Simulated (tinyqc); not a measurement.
Keating valence-force model of a tetrahedral crystal. From static dielectric constant back to Born charge Z*. Computed by tinyqc, a small Python program. Command: `OMP_NUM_THREADS=1 python tinyqc.py 3024416 3024417 out.jsonl keating inv`. One thread of a shared host (Intel(R) Xeon(R) Processor @ 2.30GHz), about 0.05 s of CPU time with the checks.

Atom A sits at 0 and atom B at a/4 (1,1,1) of an fcc lattice; the four bonds from A are t = a/4 (1,1,1), a/4 (1,-1,-1), a/4 (-1,1,-1), a/4 (-1,-1,1), of length d = sqrt(3) a/4. Energy: E = (3 alpha/(8 d^2)) sum over bonds (r.r - d^2)^2 + (3 beta/(8 d^2)) sum over pairs of bonds at one atom (r_i.r_j + d^2/3)^2, with beta_A for the six pairs at A and beta_B for the six at B. The cell holds two atoms, Omega = a^3/4. 1 N/m = 1 J/m^2. With constants fitted to the elastic moduli this model puts optical and zone-boundary frequencies of real crystals too high, by up to about 20 % in elemental crystals and up to about 50 % in compounds, and mostly by more for TA modes; in compounds the lattice part of the static dielectric constant then comes out too low.

Inputs (values chosen for the exercise, modelled on gallium antimonide):
```
quantity,value,unit
lattice constant a,6.096,angstrom
mass M_A,69.72,u
mass M_B,121.76,u
bond stretching alpha,32.7,N/m
bond bending beta_A,7.15,N/m
bond bending beta_B,7.15,N/m
eps_inf,14.6,-
```

Structure: zinc blende.

Constants: nu for 1 eV/(angstrom^2 u) = 15.6333042 THz; 1 eV/angstrom^2 = 16.02176634 J/m^2; 1 THz = 33.35640952 1/cm; e^2/(4 pi eps_0) = 14.39964548 eV angstrom.

Method. beta = (beta_A + beta_B)/2; mu = M_A M_B/(M_A + M_B); lambda = 4 (alpha + beta)/mu with the springs in eV/angstrom^2; nu = 15.6333042 THz x sqrt(lambda). The long-range field adds 4 pi Z*^2 (e^2/(4 pi eps_0))/(eps_inf Omega mu) to lambda for the longitudinal mode at q -> 0; lambda = (nu/15.6333042 THz)^2; eps_0 = eps_inf (nu_LO/nu_TO)^2 (Lyddane-Sachs-Teller; here eps_0 is the static dielectric constant).

Task: A run gave the result below. Find the Born charge Z*, known to lie between 1.3 and 2.5 e.

static dielectric constant = 15.86158

Result:

Each step takes the trial c = (a f_b - b f_a)/(f_b - f_a), f being the result less the target and a, b, c the logarithms of the listed values; c replaces end b, the old b replaces a if the sign of f changed, and otherwise f_a is halved.

Scan of the range:
```
Born charge Z* (e),static dielectric constant
1.30,15.1427
1.45,15.2752
1.62,15.4428
1.80,15.6405
2.01,15.8975
2.24,16.2114
2.50,16.6072
```

False position (Illinois rule, in the logarithm of the input) inside the bracket:
```
step,end a,end b,trial,static dielectric constant
1,1.80000,2.01000,1.97925,15.8581
2,2.01000,1.97925,1.98196,15.8615
3,2.01000,1.98196,1.98203,15.8616
4,1.98196,1.98203,1.98200,15.8616
```

Static dielectric constant rises at every point of a 13-point scan of the range (every second point is shown), so one value fits; it is bracketed by 1.80 and 2.01. Answer: Born charge Z* = 1.982 e.
